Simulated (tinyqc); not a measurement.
Inversion-layer mobility, back-scattering and ballistic limit of a field-effect transistor: one step, computed by the program tinyqc.

The charge at the top of the source barrier is fixed by the gate; series resistance and short-channel effects are left out. F_j are Fermi integrals normalised to exp(eta) in the classical limit.

Task: Ballistic limit. F_j(eta) = (1/Gamma(j + 1)) int_0^infinity x^j/(1 + exp(x - eta)) dx, F_0 = ln(1 + exp(eta)). Integrals over x = E/(k_B T) use 160 Gauss-Legendre points in u = sqrt(x) from 0 to sqrt(max(eta, 0) + 32). Ballistic channel: N_2D = g_v m k_B T/(pi hbar^2), U = e V_D/(k_B T); eta_F solves N_inv = (N_2D/2)[F_0(eta_F) + F_0(eta_F - U)]; v_T = sqrt(2 k_B T/(pi m)); I/W = e (N_2D/2) v_T [F_1/2(eta_F) - F_1/2(eta_F - U)]; injection velocity v_T F_1/2(eta_F)/F_0(eta_F).

Inputs (values chosen for the exercise, modelled on a 4H-SiC n-channel):

| quantity | value | unit |
|---|---|---|
| transport mass m | 0.3 | m_0 |
| valley degeneracy g_v | 3 | - |
| drain voltage V_D | 0.59 | V |
| temperature T | 77 | K |

Statistics at the top of the barrier: Fermi-Dirac.

inversion density N_inv = 1.953219e+12 1/cm^2

Constants: m_0 = 9.1093837015e-31 kg; k_B = 1.380649e-23 J/K; hbar = 1.054571817e-34 J s; k_B = 8.617333262e-05 eV/K; e = 1.602176634e-19 C.

Give: N_2D; eta_F; thermal velocity v_T; injection velocity; ballistic current I/W.

Result:

N_2D = 2.4946e+12 1/cm^2

eta_F = 1.3316

thermal velocity v_T = 0.49765 1e7 cm/s

injection velocity = 0.61676 1e7 cm/s

ballistic current I/W = 193.01 microampere/micrometre

Degeneracy raises the injection velocity by a factor 1.24.
